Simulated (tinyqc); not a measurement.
Growth of a silicide layer between metal and silicon: linear-parabolic kinetics, ramp anneals and Kissinger analysis: one step, computed by the program tinyqc. Command: `OMP_NUM_THREADS=1 python tinyqc.py 3018933 3018934 out.jsonl silicide walk`. One thread of a shared host (Intel(R) Xeon(R) Processor @ 2.30GHz), about 0.1 s of CPU time with the checks.

One compound layer of thickness x grows by diffusion through itself and reaction at an interface, dx/dt = 1/(2x/K + 1/v), until the metal is used up at x = a h.

Problem. Geometry at full reaction. Silicon consumed b h, sheet resistance rho/(final thickness) with 1 micro-ohm cm/nm = 10 ohm; margin to the junction x_j - b h.

Inputs (values chosen for the exercise, modelled on CoSi):
```
quantity                                value          unit
metal thickness h                         7.9            nm
silicon consumed per metal thickness b   1.82             -
silicide resistivity                      130  micro-ohm cm
junction depth x_j                         22            nm
```

final thickness = 15.958 nm

Give: silicon consumed; sheet resistance; margin to the junction.

Solution.

silicon consumed = 14.378 nm

sheet resistance = 81.46 ohm/square

margin to the junction = 7.622 nm

The layer takes 65 % of the junction depth; its surface lies 1.58 nm above the original silicon surface.
